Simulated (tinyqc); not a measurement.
Small-signal admittance of a forward-biased p+-n diode: two steps of the calculation.

Holes injected into a neutral base of width wb with an ohmic contact at its end; low injection, p0 far above the equilibrium density. A small voltage v exp(i w t), w = 2 pi f, modulates the edge density by p0 v/Vt, and the small-signal density obeys Dp d2p/dx2 = (1/tau + i w) p.

Parameters, values chosen for the exercise; permittivity close to that of silicon:
- T = 350 K (temperature)
- eps_r = 11.7 (relative permittivity)
- Nd = 1.3e15 cm^-3 (donor density of the base)
- Dp = 11 cm^2/s (hole diffusion coefficient)
- tau = 3e-7 s (hole lifetime)
- wb = 38 um (width of the neutral base)
- p0 = 4.8e11 cm^-3 (excess hole density at the junction edge)
- Na = 4e18 cm^-3 (acceptor density of the p+ side)
- f = 2.3e5 Hz (signal frequency)

Constants: q = 1.602176634e-19 C, kB = 1.380649e-23 J/K, Vt = kB T/q, eps0 = 8.8541878128e-14 F/cm where lengths are in cm. Results are converted to the units shown.

Problem 1. Closed-form admittance. L = sqrt(Dp tau); direct current J = (q Dp p0/L) coth(wb/L); k = sqrt(1 + i w tau)/L; diffusion admittance Y = (q Dp p0/Vt) k coth(k wb) = G + i w C_diff; junction capacitance C_j = sqrt(q eps0 eps_r Nd/(2 Vr)) in the depletion approximation, with the remaining barrier Vr = Vt ln(Na/p0), a rough value under forward bias; base-width modulation is left out.

Find: L; J; k wb; Y; C_diff; C_j.

Solution 1.

L = 18.166 um
J = 4.8010e-4 A/cm^2
k wb = 2.1383+0.4436i
Y = 0.016131+0.002985i S/cm^2
C_diff = 0.0020658 uF/cm^2
C_j = 0.014982 uF/cm^2

G is 1.01 times its low-frequency value J/Vt, and C_diff is 0.138 times C_j.

Problem 2. The same by finite differences. 7 equal intervals, h = wb/7; u = small-signal density over its edge value, u_0 = 1, u_7 = 0; u_(i-1) + b u_i + u_(i+1) = 0 with b = -2 - h^2 (1/tau + i w)/Dp; Y = (q Dp p0/(Vt h)) (-b/2 - u_1), which includes the half box at the edge.

Give: b; u; Y on the mesh.

Solution 2.

b = -2.0893-0.0387i
u, node 1 to 6: [0.72910-0.04055i, 0.52488-0.05649i, 0.36972-0.05715i, 0.24978-0.04860i, 0.15404-0.03472i, 0.07339-0.01798i]
Y on the mesh = 0.016304+0.003095i S/cm^2

Computed by the program tinyqc: `OMP_NUM_THREADS=1 python tinyqc.py 2890115 2890116 out.jsonl`, one thread of a shared Intel Xeon 2.30GHz, about 0.01 s for the whole run.
